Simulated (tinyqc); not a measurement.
Equilibrium crystal shape, supported particles, Gibbs-Thomson effect and coarsening: one step, computed by the program tinyqc. Command: `OMP_NUM_THREADS=1 python tinyqc.py 3001283 3001284 out.jsonl wulff walk`. One thread of a shared host (Intel(R) Xeon(R) Processor @ 2.30GHz), about 0.05 s of CPU time with the checks.

A cubic crystal bounded by {100}, {110} and {111} facets only.

Question. The particle on a substrate. Winterbottom: the particle sits on its largest facet family, {110}, with energy gamma_f; the substrate plane cuts the shape at the distance lambda (gamma_f - W_a) below the centre. Height over that of the free particle at the same lambda = (2 gamma_f - W_a)/(2 gamma_f). An isotropic particle with gamma_mean has cos(theta) = W_a/gamma_mean - 1 (Young-Dupre); a film dewets into particles whenever W_a < 2 gamma.

Inputs (values chosen for the exercise, for a model metal): atoms in the particle N = 1900; work of adhesion W_a = 0.22 J/m^2.

gamma (J/m^2): (100) 1.191100, (110) 1.003111, (111) 1.228555

gamma_mean = 1.017212 J/m^2

Give: relative height; contact angle theta.

Answer.

relative height = 0.8903

contact angle theta = 141.6 degrees

W_a is below gamma_f: more than half of the shape shows. Caution: below a few thousand atoms edges and corners add to the energy and facets hold few atoms.
